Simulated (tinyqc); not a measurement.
Rapid thermal processing of a wafer: radiative balance, ramp and cooling, pattern effects, pyrometer error and spike budget: one step, computed by the program tinyqc.

The wafer is opaque and uniform through its thickness unless said otherwise; temperatures in formulas are in kelvin (C + 273.15). sigma = 5.670374419e-12 W/(cm^2 K^4).

Problem. Pattern effect. At steady state a sinusoidal change of absorbed power of relative amplitude a and period p gives the temperature amplitude a q/(dq/dT + k d (2 pi/p)^2); healing length l = sqrt(k d/(dq/dT)); process change = E_a dT/(k_B T^2). Emissivity is taken as unchanged.

Inputs (values chosen for the exercise, modelled on a hot silicon wafer): wafer thickness d = 725 micrometre; thermal conductivity k = 0.25 W/(cm K); wall temperature T_w = 350 K; process temperature = 832 C; relative change of absorptivity over a pattern = 2.7 %; period of the pattern = 8.1 mm; activation energy of the process E_a = 3.66 eV.

dq/dT = 37.57204 mW/(cm^2 K)

holding power q = 11.52853 W/cm^2

Constants: k_B = 8.617333262e-05 eV/K.

Give: healing length l; amplitude without lateral conduction; amplitude; change of the process rate.

Solution.

healing length l = 6.9455 mm

amplitude without lateral conduction = 8.2846 K

amplitude = 0.27591 K

change of the process rate = 0.95946 %

Lateral conduction cuts the amplitude to 3.3 %, since p/(2 pi l) = 0.19.
